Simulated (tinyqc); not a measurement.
Carrier lifetime of an n-type layer with SRH, radiative, Auger and surface recombination: effect of the temperature at dn = 3e14 cm^-3.

Uniform excess density dn = dp (no trapping), n = n0 + dn, p = p0 + dn, Boltzmann statistics, full ionisation. Surfaces enter as a rate 2 S dn/d, which holds while diffusion to them is fast.

Nc and Nv are given at 400 K and scale as (T/400 K)^1.5; all else is held fixed. ni = sqrt(Nc Nv) exp(-Eg/(2 Vt)), Eg in volts; majority density N/2 + sqrt(N^2/4 + ni^2), n0 p0 = ni^2; n1 = Nc exp(-Et/Vt), p1 = Nv exp((Et - Eg)/Vt); tn0 = 1/(sn vth Nt), tp0 = 1/(sp vth Nt). With e = n p - ni^2 = dn (n0 + p0 + dn): U_SRH = e/(tp0 (n + n1) + tn0 (p + p1)), U_rad = B e, U_Aug = (Cn n + Cp p) e, U_s = 2 S dn/d. Each tau is dn over its rate; tau = dn/U with U the sum. Here dn = 3e14 cm^-3.

Inputs (values chosen for the exercise); band and dielectric values close to those of silicon:
```
symbol,value,unit,meaning
Eg,1.11,eV,band gap
Nc,4.26e19,cm^-3,conduction-band density of states at the reference temperature
Nv,4.16e19,cm^-3,valence-band density of states at the reference temperature
B,4.63e-15,cm^3/s,radiative coefficient
N,9.6e14,cm^-3,donor density
Cn,3.7e-31,cm^6/s,Auger coefficient (two electrons)
Cp,7e-32,cm^6/s,Auger coefficient (two holes)
Nt,7.2e12,cm^-3,trap density
sn,4e-17,cm^2,capture cross-section for electrons
sp,3e-16,cm^2,capture cross-section for holes
vth,1.8e7,cm/s,thermal velocity (both carriers)
Et,0.85,eV,trap level below the conduction band
S,40,cm/s,surface recombination velocity (both faces)
d,400,um,sample thickness
```

Constants: q = 1.602176634e-19 C, kB = 1.380649e-23 J/K, Vt = kB T/q. Results are converted to the units shown.

The same in every row: tau_s (s) = 5.000e-4.

Result of one run:
```
T (K)	tau_SRH (s)	tau_rad (s)	tau_Aug (s)	tau (s)	radiative share (%)	largest path
200	7.228e-5	0.1714	1.629	6.313e-5	0.03683	SRH
```

What becomes of these results when the temperature T is changed from 200 to 440 K, all else the same?

Result of the changed run:
```
T (K)	tau_SRH (s)	tau_rad (s)	tau_Aug (s)	tau (s)	radiative share (%)	largest path
440	0.007794	0.1713	1.627	4.684e-4	0.2735	surface
```

The whole series:
```
T (K)	tau_SRH (s)	tau_rad (s)	tau_Aug (s)	tau (s)	radiative share (%)	largest path
200	7.228e-5	0.1714	1.629	6.313e-5	0.03683	SRH
240	8.192e-5	0.1714	1.629	7.035e-5	0.04104	SRH
280	1.496e-4	0.1714	1.629	1.151e-4	0.06713	SRH
320	4.380e-4	0.1714	1.629	2.331e-4	0.1360	SRH
360	0.001318	0.1714	1.629	3.616e-4	0.2110	surface
400	0.003446	0.1714	1.629	4.354e-4	0.2540	surface
440	0.007794	0.1713	1.627	4.684e-4	0.2735	surface
480	0.01549	0.1695	1.601	4.828e-4	0.2848	surface
```

SRH recombination leads at T = 200, surface from 360 on. tau_SRH rises from 7.23e-5 to 0.0155 s and the total lifetime rises from 6.31e-5 to 4.83e-4 s.

Numbers from tinyqc (`OMP_NUM_THREADS=1 python tinyqc.py 2300067 2300068 out.jsonl`; about 0.01 s on one thread of a shared Intel Xeon 2.30GHz).
